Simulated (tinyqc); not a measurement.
A ladder of methods, and size consistency: correlation methods against full CI in the sto-6g basis, for BeH2, spin multiplicity 1. Computed by the program tinyqc with PySCF. All electrons correlated; +Q is the Davidson correction (1 - c0^2) E_corr. The last columns treat two copies 100 angstrom apart as one system. FCI is the lowest singlet.

Geometry (angstrom):
```
atom       x        y       z
Be    0.0000   0.0000  0.0000
H     0.0000   1.4820  0.0120
H     0.0000  -1.4820  0.0120
```

RHF energy of one = -15.699540 hartree

Correlation energies (hartree):
```
method   E_corr of one  share of FCI (%)  E_corr of two at 100 angstrom  two minus twice one (mhartree)
MP2          -0.027517           63.9678                      -0.055034                          0.0000
CISD         -0.041846           97.2774                      -0.080922                          2.7698
CISD+Q       -0.043330          100.7274                      -0.086098                          0.5622
CCSD         -0.042465           98.7179                      -0.084931                          0.0000
CCSD(T)      -0.042752           99.3830                      -0.085503                          0.0000
FCI          -0.043017          100.0000                              -                               -
```

What does the comparison show, and why?

MP2 recovers 64 %, CISD 97.3 % and CCSD 98.7 % of the FCI value (c0^2 = 0.965 in CISD). MP2 and coupled cluster are size consistent, so their last column vanishes; CISD loses 2.77 mhartree, since a double excitation on each copy is a quadruple of the pair, and the Davidson correction leaves +0.56.
